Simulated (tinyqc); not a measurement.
# Ten-year voltage from two stress tests

Inverse problem. Lifetimes follow tau = t0 exp(B/Vd). Ten years are 3.15576e8 s. Find B, t0 and the drain voltage for ten years.

lifetimes at Vd = 4.6 and 5.2 V (s): 73000  15805.5178

Solution. ln(tau) is linear in 1/Vd.

B = 61.0 V
t0 = 0.127 s
ten-year voltage = 2.82 V

Numbers from tinyqc (`OMP_NUM_THREADS=1 python tinyqc.py 2550128 2550129 out.jsonl`; about 0.01 s on one thread of a shared Intel Xeon 2.30GHz).
